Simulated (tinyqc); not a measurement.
Rigid-ion and shell models of the dielectric response of an ionic crystal: one step, computed by the program tinyqc.

Charges +Z and -Z; 6 nearest neighbours, Madelung constant M = 1.747565, volume per ion pair Omega = 2.000000 d^3. Energy per pair U = -M Z^2 e2/d + 6 A exp(-d/rho), e2 = e^2/(4 pi eps_0). In the shell model the anion is a core of charge Y - Z and a massless shell of charge -Y, joined by the spring k; the repulsion acts on the shell. Each ion feels the Lorentz field E + (4 pi/3) P (Gaussian units).

Problem. Shell model: electronic response. Eliminating the shell gives the anion polarisability alpha_- = Y^2 e2/(k + R), the Szigeti charge Z_S = Z - Y R/(k + R) and the softened spring R' = k R/(k + R). With b = 4 pi (alpha_+ + alpha_-)/(3 Omega): eps_inf = (1 + 2b)/(1 - b) (Clausius-Mossotti); Born charge Z* = Z_S (eps_inf + 2)/3.

Inputs (values chosen for the exercise, for a model crystal): ionic charge Z = 2 e; shell charge size Y = 1.97 e; core-shell spring k = 96.5 eV/angstrom^2; cation polarisability alpha_+ = 0.15 angstrom^3.

Structure: rock salt.

repulsive spring R = 21.62529 eV/angstrom^2

volume Omega = 17.99782 angstrom^3

Constants: e^2/(4 pi eps_0) = 14.39964548 eV angstrom.

Give: anion polarisability alpha_-; Szigeti charge Z_S; softened spring R'; b; eps_inf; Born charge Z*.

Solution.

anion polarisability alpha_- = 0.47309 angstrom^3

Szigeti charge Z_S = 1.6394 e

softened spring R' = 17.666 eV/angstrom^2

b = 0.14502

eps_inf = 1.5088

Born charge Z* = 1.9174 e

Overlap pushes the shell back and lowers the effective charge to 82 % of Z; the local field then raises the Born charge to 96 % of Z.
